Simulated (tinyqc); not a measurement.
Worked calculation: MP2 on RHF in the sto-6g basis, for H3+, spin multiplicity 1. Computed by tinyqc, a small Python program that keeps every step (integrals from PySCF). Settings: charge = 1, multiplicity = 1, basis = sto-6g, method = RHF, energy threshold = 1e-10, iteration cap = 50, orthogonalisation = symmetric, start = core, DIIS depth = 6. Command: `OMP_NUM_THREADS=1 python tinyqc.py 23059 23060 out.jsonl` (the two numbers bound the seeds that draw the settings). One thread of a shared host (Intel(R) Xeon(R) Processor @ 2.60GHz), about 0.08 s of CPU time with the checks. Later iterations appear only in the table of the cycle.

## One-electron integrals

Geometry (angstrom):
```
atom         x         y         z
H     0.000000  0.000000  0.000000
H     0.000000  0.000000  1.167000
H     0.000000  1.253000  0.254000
```

Basis sto-6g: exponents (1/bohr^2) and contraction coefficients of normalised primitives:
```
element  l (shell)   exponent  coefficient
H            s (1)  35.523221     0.009164
H            s (1)   6.513144     0.049361
H            s (1)   1.822143     0.168538
H            s (1)   0.625955     0.370563
H            s (1)   0.243077     0.416492
H            s (1)   0.100112     0.130334
```

Overlap, kinetic and nuclear-attraction integrals over the contracted functions; the nuclear repulsion is the sum of Za Zb / Rab.

nuclear repulsion = 1.20868845 hartree

overlap S, lower triangle:
```
          1H 1s     2H 1s     3H 1s
1H 1s  1.000000
2H 1s  0.404274  1.000000
3H 1s  0.349337  0.238815  1.000000
```

kinetic energy T (hartree), lower triangle:
```
          1H 1s     2H 1s     3H 1s
1H 1s  0.768522
2H 1s  0.061958  0.768522
3H 1s  0.038551  0.004781  0.768522
```

nuclear attraction V (hartree), lower triangle:
```
           1H 1s      2H 1s      3H 1s
1H 1s  -2.095648
2H 1s  -0.761279  -2.026097
3H 1s  -0.641508  -0.421894  -1.989557
```

core Hamiltonian H = T + V (hartree), lower triangle:
```
           1H 1s      2H 1s      3H 1s
1H 1s  -1.327125
2H 1s  -0.699322  -1.257575
3H 1s  -0.602957  -0.417113  -1.221035
```

## Two-electron integrals

Functions are numbered as in S; the eight-fold symmetry (ij|kl) = (ji|kl) = (kl|ij) leaves the list below.

Two-electron integrals (ij|kl) in chemists' order, unique and non-zero (hartree):
```
(11|11) 0.774999   (21|11) 0.239317   (21|21) 0.100358   (22|11) 0.427121
(22|21) 0.239317   (22|22) 0.774999   (31|11) 0.199900   (31|21) 0.070179
(31|22) 0.139810   (31|31) 0.072926   (32|11) 0.109146   (32|21) 0.049404
(32|22) 0.126026   (32|31) 0.043043   (32|32) 0.031965   (33|11) 0.397013
(33|21) 0.154607   (33|22) 0.335629   (33|31) 0.199900   (33|32) 0.126026
(33|33) 0.774999
```

## Orthogonalisation

S = U s U^T; symmetric (Loewdin) form X = U s^(-1/2) U^T, so that X^T S X = 1.

eigenvalues of S: 0.568523  0.765319  1.666158

X, lower triangle:
```
           1H 1s      2H 1s     3H 1s
1H 1s   1.108514
2H 1s  -0.208581   1.077610
3H 1s  -0.168610  -0.079503  1.057928
```

## Starting guess

The start is the orbitals of the core Hamiltonian; D = 2 C_occ C_occ^T.

D at the start, lower triangle:
```
          1H 1s     2H 1s     3H 1s
1H 1s  0.645760
2H 1s  0.472115  0.345163
3H 1s  0.382488  0.279637  0.226550
```

## Iteration 1: building the Fock matrix

J_ij = sum D_kl (ij|kl), K_ij = sum D_kl (ik|jl); F = H + J - 0.5 K; E = tr D H + tr D J / 2 - 0.25 tr D K + E_nn.

Coulomb J (hartree), lower triangle:
```
          1H 1s     2H 1s     3H 1s
1H 1s  1.177765
2H 1s  0.448248  1.022761
3H 1s  0.368757  0.239986  0.917184
```

exchange K (hartree), lower triangle:
```
          1H 1s     2H 1s     3H 1s
1H 1s  0.969763
2H 1s  0.617428  0.673797
3H 1s  0.511106  0.385092  0.497746
```

Fock matrix F (hartree), lower triangle:
```
           1H 1s      2H 1s      3H 1s
1H 1s  -0.634242
2H 1s  -0.559788  -0.571712
3H 1s  -0.489753  -0.369673  -0.552724
```

total energy of this density = -1.17362990 hartree

## Iteration 1: diagonalisation and new density

Diagonalise F' = X^T F X, C = X C', fill 1 alpha and 1 beta electrons from the bottom; D = 2 C_occ C_occ^T. Each column has its largest component positive (the first on a tie).

F' = X^T F X (hartree), lower triangle:
```
           1          2          3
1  -0.404007
2  -0.338330  -0.396239
3  -0.274348  -0.156679  -0.418361
```

orbital energies (hartree): MO1 -0.925165, MO2 -0.258152, MO3 -0.035291

coefficients C:
```
            MO1        MO2        MO3
1H 1s  0.504500  -0.152657   1.011392
2H 1s  0.432822  -0.673425  -0.755139
3H 1s  0.398458   0.911243  -0.405991
```

D after iteration 1, lower triangle:
```
          1H 1s     2H 1s     3H 1s
1H 1s  0.509041
2H 1s  0.436717  0.374670
3H 1s  0.402045  0.344923  0.317538
```

## Iteration 5 (converged): orbitals

converged F (hartree), lower triangle:
```
           1H 1s      2H 1s      3H 1s
1H 1s  -0.638512
2H 1s  -0.556522  -0.579193
3H 1s  -0.495775  -0.381465  -0.554668
```

As before.

F' = X^T F X (hartree), lower triangle:
```
           1          2          3
1  -0.409723
2  -0.329378  -0.404771
3  -0.278290  -0.168833  -0.416486
```

orbital energies (hartree): MO1 -0.933071, MO2 -0.246568, MO3 -0.051341

coefficients C:
```
            MO1        MO2        MO3
1H 1s  0.497807  -0.127367   1.018187
2H 1s  0.433920  -0.695858  -0.733871
3H 1s  0.405311   0.897904  -0.428315
```

D after iteration 5, lower triangle:
```
          1H 1s     2H 1s     3H 1s
1H 1s  0.495623
2H 1s  0.432017  0.376574
3H 1s  0.403533  0.351745  0.328554
```

## Convergence

Stop when the energy changes by less than 1e-10 hartree and every element of the error matrix X^T (F D S - S D F) X is below 3e-06.

Course of the cycle:
```
iteration  E (hartree)     change  largest element of the error matrix
1          -1.17362990          -                             9.18e-02
2          -1.18269611  -9.07e-03                             9.12e-03
3          -1.18278168  -8.56e-05                             3.70e-05
4          -1.18278169  -1.81e-09                             3.99e-06
5          -1.18278169  -2.21e-11                             2.38e-10
```

PySCF RHF in the same basis = -1.18278169 hartree

Converged in 5 iterations.

## Populations, bond orders and dipole

Mulliken: Z minus the diagonal of D S on the atom; Loewdin: the same with S^(1/2) D S^(1/2); Mayer order: 2 sum_s sum (D(s) S)_ij (D(s) S)_ji over the two atoms.

Charges (e):
```
atom  Mulliken   Loewdin
1H    0.188755  0.192456
2H    0.364771  0.362613
3H    0.446474  0.444931
```

Mayer bond orders:
```
pair     order
2-1   0.515327
3-1   0.449045
3-2   0.351616
```

dipole moment about the origin, x y z (debye): 0.000000  2.687068  2.589369

## Integrals over molecular orbitals

(pq|rs) = sum C_ip C_jq C_kr C_ls (ij|kl), one index at a time.

one-electron integrals over orbitals h = C^T H C (hartree), lower triangle:
```
           1          2          3
1  -1.458399
2   0.017133  -1.079720
3  -0.032396  -0.003995  -0.968353
```

Two-electron integrals over orbitals (pq|rs), unique and non-zero (hartree):
```
(11|11) 0.525328    (21|11) -0.017133   (21|21) 0.145104    (22|11) 0.489128
(22|21) 0.054868    (22|22) 0.588325    (31|11) 0.032396    (31|21) 0.001839
(31|22) -0.076496   (31|31) 0.149627    (32|11) 0.002917    (32|21) -0.105881
(32|22) -0.020541   (32|31) -0.044612   (32|32) 0.098620    (33|11) 0.533319
(33|21) -0.057625   (33|22) 0.450337    (33|31) 0.087090    (33|32) 0.018822
(33|33) 0.601556
```

## Second-order Moller-Plesset energy

Hartree-Fock energy = -1.18278169 hartree

E2 = sum_ijab (ia|jb) [2 (ia|jb) - (ib|ja)] / (e_i + e_j - e_a - e_b) over occupied i, j and virtual a, b; the opposite-spin part is (ia|jb)^2 / denominator, the rest is same-spin, and SCS-MP2 scales them by 6/5 and 1/3.

Terms:
```
i  j  a  b   (ia|jb)   (ib|ja)  denominator       term
1  1  2  2  0.145104  0.145104    -1.373007  -0.015335
1  1  3  3  0.149627  0.149627    -1.763460  -0.012696
1  1  3  2  0.001839  0.001839    -1.568234  -2.16e-06
1  1  2  3  0.001839  0.001839    -1.568234  -2.16e-06
```

Pair energies (hartree; pair i-j sums ij and ji):
```
pair  opposite spin  same spin
1-1       -0.028035          0
```

MP2 correlation energy = -0.02803498 hartree

SCS-MP2 correlation energy = -0.03364197 hartree

MP2 total energy = -1.21081666 hartree
